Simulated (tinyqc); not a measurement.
Optical transitions of a finite quantum well, step by step. Values are carried at full precision from step to step, so a last printed digit may differ when a step is redone from the rounded ones.

Each carrier sees a square well of width L with its own depth V and masses m (inside), mb (outside); c = hbar^2/2m0, k = sqrt(m E/c), kappa = sqrt(mb (V - E)/c), and level n solves k L + 2 atan[(k/m)/(kappa/mb)] = n pi. The envelope is cos(kz) for odd n and sin(kz) for even n inside, joins exp(-kappa (|z| - L/2)) outside, and is normalised to 1. Excitons and band mixing are left out.

Constants: hbar^2/2m0 = 3.80998211 eV angstrom^2; hc = 1239.841984 eV nm; fine-structure constant alpha = 0.007297352564.

Parameters, chosen for this exercise (near those of an InGaAs well in InP; shifted at random, so the results belong to these values and not to a real crystal): L = 143 angstrom (well width); Eg = 0.801 eV (gap of the well); Vc = 0.25 eV (conduction offset); Vv = 0.35 eV (valence offset); me = 0.04 m0 (electron, well); meb = 0.0799 m0 (electron, barrier); mh = 0.382 m0 (heavy hole along z, well); mhb = 0.538 m0 (heavy hole, barrier); ml = 0.0497 m0 (light hole along z, well); mlb = 0.1219 m0 (light hole, barrier); Ns = 0.88 x 1e12/cm^2 (electrons in e1); n_r = 3.35 (refractive index); G = 20 meV (half width of the line).

## Confinement energies

Up to three levels for each carrier.

Levels:

| level | E (eV) | k (1/angstrom) | kappa (1/angstrom) |
|---|---|---|---|
| e1 | 0.0241 | 0.01592 | 0.06882 |
| e2 | 0.0980 | 0.03207 | 0.05646 |
| e3 | 0.2168 | 0.04771 | 0.02637 |
| hh1 | 0.0041 | 0.02018 | 0.22102 |
| hh2 | 0.0162 | 0.04036 | 0.21709 |
| hh3 | 0.0365 | 0.06052 | 0.21039 |
| lh1 | 0.0213 | 0.01666 | 0.10255 |
| lh2 | 0.0870 | 0.03368 | 0.09173 |
| lh3 | 0.1995 | 0.05102 | 0.06938 |

## Interband transitions

From e1 and e2 to each hole level: E = Eg + E_e + E_h, wavelength hc/E, squared overlap of the envelopes, and the strength |<S|p|v>|^2 in units of P^2 at the subband edge: overlap^2 times 1/2 (hh) or 1/6 (lh) for light polarised in the plane (TE), times 0 (hh) or 2/3 (lh) along z (TM).

Transitions:

| pair | E (eV) | wavelength (nm) | overlap^2 | TE | TM |
|---|---|---|---|---|---|
| e1-hh1 | 0.8292 | 1495.2 | 0.9585 | 0.4792 | 0.0000 |
| e1-hh2 | 0.8414 | 1473.6 | 0.0000 | 0.0000 | 0.0000 |
| e1-lh1 | 0.8464 | 1464.8 | 0.9969 | 0.1662 | 0.6646 |
| e1-hh3 | 0.8617 | 1438.9 | 0.0181 | 0.0090 | 0.0000 |
| e2-hh1 | 0.9030 | 1373.0 | 0.0000 | 0.0000 | 0.0000 |
| e1-lh2 | 0.9121 | 1359.3 | 0.0000 | 0.0000 | 0.0000 |
| e2-hh2 | 0.9152 | 1354.7 | 0.8717 | 0.4358 | 0.0000 |
| e2-lh1 | 0.9203 | 1347.3 | 0.0000 | 0.0000 | 0.0000 |
| e2-hh3 | 0.9355 | 1325.3 | 0.0000 | 0.0000 | 0.0000 |
| e2-lh2 | 0.9860 | 1257.5 | 0.9858 | 0.1643 | 0.6572 |
| e1-lh3 | 1.0247 | 1210.0 | 0.0013 | 0.0002 | 0.0009 |
| e2-lh3 | 1.0985 | 1128.6 | 0.0000 | 0.0000 | 0.0000 |

The edge is e1-hh1 at 1495 nm. Pairs of opposite parity vanish exactly; e1-hh3 is allowed by parity and reaches 0.0181, only because the two envelopes leak differently into the barriers.

## Intersubband transitions from e1

z_1j = <1|z|j>; 1/m1 = <1|1/m|1>; f_1j = (m1/c)(E_j - E_1) z_1j^2, which sums to 1 over all bound and continuum states.

Transitions:

| pair | E (meV) | wavelength (micrometre) | \|z\| (angstrom) | f |
|---|---|---|---|---|
| 1-2 | 73.8 | 16.79 | 35.10 | 0.9681 |
| 1-3 | 192.7 | 6.43 | 0.00 | 0.0000 |

m1 = 0.0405 m0
sum of f over bound states = 0.9681

The continuum carries the remaining 0.0319. With hard walls z_12 = 16 L/(9 pi^2) = 25.76 angstrom and f_12 = 256/(27 pi^2) = 0.9607.

## Absorption of one well

For light polarised along z (a real waveguide or Brewster geometry adds an angle factor), with all electrons in e1 and none in e2, the peak fractional absorption is 4 pi alpha Ns c f_12/(n_r m1 G) and the area under the Lorentzian line is pi G times that, c = hbar^2/2m0; 1e12/cm^2 = 1e-4/angstrom^2. EF - E1 = 2 pi c Ns/m1 at zero temperature.

peak absorption = 1.096 %
area = 68.87 % meV
EF - E1 = 52.0 meV

EF lies below e2, as assumed.

## Checks

- Sum of f over all levels of a difference grid (60 cells across the well) against 1: 0.999 against 1.000.
- The strength f_12 on that grid against the matched envelopes: 0.967 against 0.968.

Run: tinyqc, `OMP_NUM_THREADS=1 python tinyqc.py 1250338 1250339 out.jsonl`; Intel(R) Xeon(R) Processor @ 2.30GHz, one thread, shared host; about 0.08 s of CPU time with all checks.
